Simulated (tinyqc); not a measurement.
# Fully depleted semiconductor-on-insulator film with two gates, non-linear Poisson equation by Newton steps: two studies

One dimension across the film, front interface at x = 0, back interface at x = ts. psi is counted from the intrinsic level, n = ni exp(psi/Vt) (source grounded), holes neglected, acceptors ionised. Gates act through Cox = eps0 eox/tox and Cbox = 3.9 eps0/tb with potentials G1 = Vg - (phiM - chi - Vt ln(Nc/ni)) and G2 = Vb - (phiB - chi - Vt ln(Nc/ni)). Classical Boltzmann densities, no interface charge, no depletion in the back plane.

Values chosen for this exercise; band and dielectric values close to those of silicon:
```
symbol,value,unit,meaning
T,300,K,temperature
Eg,1.13,eV,band gap
eps_r,11.8,,relative permittivity
Nc,2.75e19,cm^-3,conduction-band density of states at T
Nv,2.63e19,cm^-3,valence-band density of states at T
chi,4.12,eV,electron affinity
eox,3.9,,relative permittivity of the gate insulator (close to silicon dioxide)
tox,2.4,nm,insulator thickness
ts,13,nm,film thickness
tb,16,nm,buried-oxide thickness (eps_r 3.9)
Na,5.9e16,cm^-3,acceptor density of the film
phiM,4.75,eV,work function of the front gate
phiB,4.17,eV,work function of the back plane
Vb,0,V,back-gate voltage
```

Constants: q = 1.602176634e-19 C, kB = 1.380649e-23 J/K, Vt = kB T/q, eps0 = 8.8541878128e-14 F/cm where lengths are in cm. Results are converted to the units shown.

Each table varies one quantity; the others keep the values above.

## Charge against front-gate voltage

ni = sqrt(Nc Nv) exp(-Eg/(2 Vt)), Eg in volts. The Poisson equation eps0 eps_r d2psi/dx2 = q (n + Na), with -eps0 eps_r dpsi/dx = Cox (G1 - psi) at x = 0 and eps0 eps_r dpsi/dx = Cbox (G2 - psi) at x = ts, is solved on 300 equal intervals with half boxes at both ends; N_inv is the trapezoid sum of n. Swing = ln 10/(d ln N_inv/dVg); the last column is (dN_inv/dVb)/(dN_inv/dVg).

Results:

| Vg (V) | psi front (V) | psi back (V) | N_inv (cm^-2) | centroid/ts | swing (mV/decade) | q dN_inv/dVg over Cox | back/front leverage |
|---|---|---|---|---|---|---|---|
| 0.08 | 0.0616 | 0.152 | 1.06e6 | 0.748 | 79.1 | 3.45e-6 | 0.329 |
| 0.23 | 0.196 | 0.257 | 8.66e7 | 0.685 | 77.9 | 2.85e-4 | 0.308 |
| 0.38 | 0.329 | 0.362 | 7.31e9 | 0.605 | 79.5 | 0.0236 | 0.282 |
| 0.53 | 0.444 | 0.436 | 2.28e11 | 0.474 | 157 | 0.374 | 0.232 |
| 0.68 | 0.508 | 0.455 | 9.69e11 | 0.321 | 364 | 0.683 | 0.182 |
| 0.98 | 0.567 | 0.462 | 3.12e12 | 0.181 | 920 | 0.871 | 0.153 |
| 1.13 | 0.584 | 0.462 | 4.32e12 | 0.148 | 1.23e3 | 0.903 | 0.149 |
| 1.28 | 0.597 | 0.463 | 5.55e12 | 0.127 | 1.54e3 | 0.923 | 0.146 |

Estimate the missing row, Vg = 0.83 V.

Computed row:

| Vg (V) | psi front (V) | psi back (V) | N_inv (cm^-2) | centroid/ts | swing (mV/decade) | q dN_inv/dVg over Cox | back/front leverage |
|---|---|---|---|---|---|---|---|
| 0.83 | 0.544 | 0.460 | 1.99e12 | 0.232 | 628 | 0.811 | 0.162 |

With this row back in the table: N_inv passes 1e11 cm^-2 at Vg = 0.482 V. The swing starts at 79.1 mV a decade, against (1 + k) Vt ln 10 = 66.6 for a front channel with k = Cs Cbox/(Cox (Cs + Cbox)) = 0.118, Cs = eps0 eps_r/ts; above threshold this column is no longer a subthreshold swing. The centroid falls from 0.748 to 0.127 of ts and the leverage of the back gate falls from 0.329 to 0.146. For Vg = 0.83, 0.98, 1.13, 1.28 the density at an interface exceeds 0.3 Nc, where Boltzmann statistics fail. For Vg = 0.98, 1.13, 1.28 the classical centroid lies within 3 nm of an interface, where confinement, left out, would push it away.

## Threshold and coupling against the film thickness

VT is the Vg for N_inv = 1e11 cm^-2; -dVT/dVb from the linearised equation. Limits with Cs = eps0 eps_r/ts: front channel Cs Cbox/(Cox (Cs + Cbox)), back channel Cbox (Cox + Cs)/(Cox Cs). Swing at N_inv = 1e8 cm^-2.

Result of one run:

| ts (nm) | VT (V) | centroid/ts at VT | -dVT/dVb | front-channel limit | back-channel limit | swing (mV/decade) |
|---|---|---|---|---|---|---|
| 5.6 | 0.502 | 0.510 | 0.197 | 0.134 | 0.266 | 71.9 |

What becomes of these results when the film thickness ts is changed from 5.6 to 7.7 nm, all else the same?

Result of the changed run:

| ts (nm) | VT (V) | centroid/ts at VT | -dVT/dVb | front-channel limit | back-channel limit | swing (mV/decade) |
|---|---|---|---|---|---|---|
| 7.7 | 0.494 | 0.515 | 0.213 | 0.129 | 0.309 | 73.5 |

The whole series:

| ts (nm) | VT (V) | centroid/ts at VT | -dVT/dVb | front-channel limit | back-channel limit | swing (mV/decade) |
|---|---|---|---|---|---|---|
| 4 | 0.511 | 0.506 | 0.184 | 0.139 | 0.233 | 70.8 |
| 5.6 | 0.502 | 0.510 | 0.197 | 0.134 | 0.266 | 71.9 |
| 7.7 | 0.494 | 0.515 | 0.213 | 0.129 | 0.309 | 73.5 |
| 11 | 0.486 | 0.522 | 0.238 | 0.122 | 0.377 | 76.1 |
| 15 | 0.480 | 0.527 | 0.266 | 0.115 | 0.460 | 79.7 |
| 21 | 0.476 | 0.529 | 0.301 | 0.105 | 0.584 | 85.3 |
| 29 | 0.478 | 0.519 | 0.335 | 0.0938 | 0.749 | 93.3 |
| 40 | 0.486 | 0.482 | 0.350 | 0.0821 | 0.976 | 105 |

As ts goes from 4 to 40, VT goes from 0.511 through a minimum of 0.476 (at ts = 21 among the rows listed) to 0.486 V, the centroid goes from 0.506 through a maximum of 0.529 (at ts = 21 among the rows listed) to 0.482 of ts and -dVT/dVb rises from 0.184 to 0.350. The coupling covers 48.0 % of the way from the front-channel to the back-channel limit in the first row and 29.9 % in the last. For ts = 4, 5.6, 7.7 the film is thin enough for confinement to raise VT, which is left out.

Program tinyqc, `OMP_NUM_THREADS=1 python tinyqc.py 2190096 2190097 out.jsonl`; Intel Xeon 2.30GHz, shared host, one thread, about 0.4 s.
